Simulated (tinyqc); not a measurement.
Effective-mass impurity with a central-cell term, in a basis of Slater functions: one step, computed by the program tinyqc. Command: `OMP_NUM_THREADS=1 python tinyqc.py 3016678 3016679 out.jsonl centralcell walk`. One thread of a shared host (Intel(R) Xeon(R) Processor @ 2.30GHz), about 0.01 s of CPU time with the checks.

The envelope obeys H = -nabla^2 - (2/r) [Z + A exp(-kappa r)] in effective units, with kappa = a*/lambda; positive A deepens the well near the core.

Problem. Matrices over the s basis. zeta_i = zeta_1 beta^(i-1), i = 1..n. For s functions exp(-zeta r), with s = zeta_i + zeta_j: S = 2/s^3, T = zeta_i zeta_j S, V = -2 Z/s^2, W = -2 A/(s + kappa)^2; each function is normalised by dividing by sqrt(S_ii S_jj).

Inputs (values chosen for the exercise, with mass and screening modelled on silicon):

| quantity | value | unit |
|---|---|---|
| charge Z of the core | 2 | - |
| central-cell strength A | 6.3 | - |
| basis size n | 2 | - |
| smallest exponent zeta_1 | 0.51 | 1/a* |
| ratio beta of exponents | 2.8 | - |

Impurity: donor, one isotropic band.

kappa = 12.97476 1/a*

Give: exponents; overlap S; kinetic T; Coulomb V; central cell W.

Solution.

exponents (1/a*): 0.51  1.428

overlap S:
```
       1      2
1  1.000  0.683
2  0.683  1.000
```

kinetic T (Ry*):
```
        1         2
1  0.2601    0.4975
2  0.4975  2.039184
```

Coulomb V (Ry*):
```
        1       2
1   -2.04  -2.648
2  -2.648  -5.712
```

central cell W (Ry*):
```
          1        2
1  -0.03414  -0.1409
2   -0.1409  -0.5856
```
